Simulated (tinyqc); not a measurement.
Alloy A(1-x)B(x) by interpolation with bowing, step by step. Values are carried at full precision from step to step, so a last printed digit may differ when a step is redone from the rounded ones.

Each gap follows E(x) = (1 - x) E_A + x E_B - C x (1 - x); the lattice constant follows Vegard, a(x) = (1 - x) a_A + x a_B.

Constants: hc = 1239.841984 eV nm; kB = 8.617333262e-05 eV/K.

Parameters, chosen for this exercise (A near Ge, B near Si; shifted at random, so the results belong to these values and not to a real crystal): a = (5.663, 5.427) angstrom (lattice constant of A, B); x = 0.37 (fraction of B); Eg = (0.887, 4.174) eV (gap at Gamma to the s-like level of A, B); EgX = (0.936, 1.166) eV (gap to the lowest valley along Gamma-X of A, B); EgL = (0.734, 2.103) eV (gap to L of A, B); C = (0.215, 0.221, 0) eV (bowing of the Gamma, X and L gaps); Dso = (0.289, 0.044) eV (spin-orbit splitting of A, B); Ep = (26.3, 21.6) eV (Kane energy of A, B); me = (0.0377, 0.1998) m0 (electron mass at Gamma of A, B); Cs = 0 eV (bowing of Dso); md = (0.09, 1, 0.52) m0 (density-of-states masses of Gamma, all X and all L valleys); T = 400 K (temperature).

## Gaps and lattice constant at x

Also give the wavelength hc/E of the lowest gap.

a(x) = 5.5757 angstrom

linear parts (eV): Gamma 2.1032, X 1.0211, L 1.2405

bowing terms C x (1 - x) (eV): Gamma 0.0501, X 0.0515, L 0.0000

gaps (eV): Gamma 2.0531, X 0.9696, L 1.2405

wavelength of the lowest gap = 1278.7 nm

The lowest valley is X, so the gap is indirect; the next, L, lies 271 meV higher.

## Where the valleys cross

The difference of two gaps is a quadratic q2 x^2 + q1 x + q0 with q2 = C_i - C_j, q1 = (E_B - E_A - C)_i - (E_B - E_A - C)_j, q0 = E_A,i - E_A,j; give its roots between 0 and 1 (a dash: none).

Crossings:

| pair | q2 | q1 | q0 | first root | second root |
|---|---|---|---|---|---|
| Gamma-X | -0.006 | 3.063 | -0.049 | 0.0160 | - |
| Gamma-L | 0.215 | 1.703 | 0.153 | - | - |
| X-L | 0.221 | -1.360 | 0.202 | 0.1523 | - |

The lowest valley changes at x = 0.152 (L to X, gap 0.942 eV). The other crossings lie above the lowest valley.

## Electron mass of the alloy

Mass at Gamma from the Kane formula 1/m = F + Ep (Eg + 2 Dso/3)/(Eg (Eg + Dso)). F is fixed by the masses of A and B and interpolated linearly, as is Ep; Eg and Dso carry their bowing.

Compare with the linear interpolation of the masses.

F of A, B: -0.6965  -0.1519

Ep, Eg, Dso at x (eV): 24.5610  2.0531  0.1983

m(x) from the Kane formula = 0.0900 m0
m(x) linear = 0.0977 m0

The Kane value lies 7.9 % below the linear one. The Gamma valley is not the lowest at this x.

## Shares of the electrons in the valleys

Non-degenerate: n_i proportional to md_i^(3/2) exp(-E_i/kT).

md^(3/2): Gamma 0.0270, X 1.0000, L 0.3750

(E - E_min)/kT: Gamma 31.43, X 0.00, L 7.86

shares: Gamma 0.000, X 1.000, L 0.000

X holds most electrons (100.0 %).

## Checks

- The Gamma and X gaps at their crossing x = 0.0160 (eV): both 0.9362.
- The X and L gaps at their crossing x = 0.1523 (eV): both 0.9425.

(tinyqc, `OMP_NUM_THREADS=1 python tinyqc.py 1080425 1080426 out.jsonl`, Intel(R) Xeon(R) Processor @ 2.30GHz, 1 thread, shared host, about 0.01 s.)
